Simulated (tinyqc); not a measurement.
Worked calculation: phonon-assisted absorption at an indirect gap. Values are carried at full precision from step to step, so a last printed digit may differ when a step is redone from the rounded ones.

alpha(E) = sum_j A_j [N_j (E - Eg + w_j)^2 + (N_j + 1)(E - Eg - w_j)^2], each bracket counted only where its base is positive; N_j = 1/(exp(w_j/kB T) - 1). The first term absorbs a phonon and the second emits one; excitons and direct transitions are left out.

Constants: kB = 8.617333262e-05 eV/K.

Parameters, chosen for this exercise (loosely those of SiGe at room temperature; Eg is not tied to T; shifted at random, so the results belong to these values and not to a real crystal):
- Eg = 0.932 eV (indirect gap, held fixed unless listed)
- w = (50.4, 15.6) meV (two zone-edge phonons)
- A = (2500, 860) 1/(cm eV^2) (their strengths)
- T = 300 K
- E = 1.262 eV (photon energy)
- nr = 3.79 (refractive index)
- d = 0.99 micrometre (thickness)
- xj = 0.094 micrometre (dead layer at the surface)
- W = 5 micrometre (depleted width)
- L = 32 micrometre (minority diffusion length below it)

## The four branches at one energy

Evaluate the occupations and each term.

N_j: 0.1660  1.207

terms with phonon absorption (1/cm): 60.04  124.0

terms with phonon emission (1/cm): 227.9  187.6

alpha = 599.5 1/cm
wavelength hc/E (hc = 1239.841984 eV nm) = 982.4 nm

Phonon absorption supplies 30.7 % of alpha; the depth 1/alpha is 16.7 micrometre.

## What a slab does with it

Slab of thickness d in air, incoherent passes: R = ((nr - 1)/(nr + 1))^2, x = exp(-alpha d); transmitted Tr = (1 - R)^2 x/(1 - R^2 x^2), reflected Rt = R + (1 - R)^2 R x^2/(1 - R^2 x^2), absorbed Ab = (1 - R)(1 - x)/(1 - R x).

d in cm is 1e-4 times the value in micrometres.

R = 0.3393
x = 0.9424
Tr = 0.4583
Rt = 0.4858
Ab = 0.0560

A single pass would absorb (1 - R)(1 - x) = 0.0381; the back face adds 0.0179.

## Quantum efficiency of a diode

Photodiode (Gaertner form with a dead layer): QE = (1 - R) exp(-alpha xj) [1 - exp(-alpha W)/(1 + alpha L)], R = ((nr - 1)/(nr + 1))^2; responsivity = QE/E in A/W for E in eV.

Evaluate the factors; 1 micrometre = 1e-4 cm.

passes the dead layer = 0.9944
collected share = 0.7461
QE = 0.4902
responsivity = 0.3884 A/W

Without diffusion from below the collected share would be 0.2590.

## Checks

- Tr + Rt + Ab against 1: both 1.000000.

Run: tinyqc, `OMP_NUM_THREADS=1 python tinyqc.py 1650038 1650039 out.jsonl`; Intel(R) Xeon(R) Processor @ 2.30GHz, one thread, shared host; about 0.01 s of CPU time with all checks.
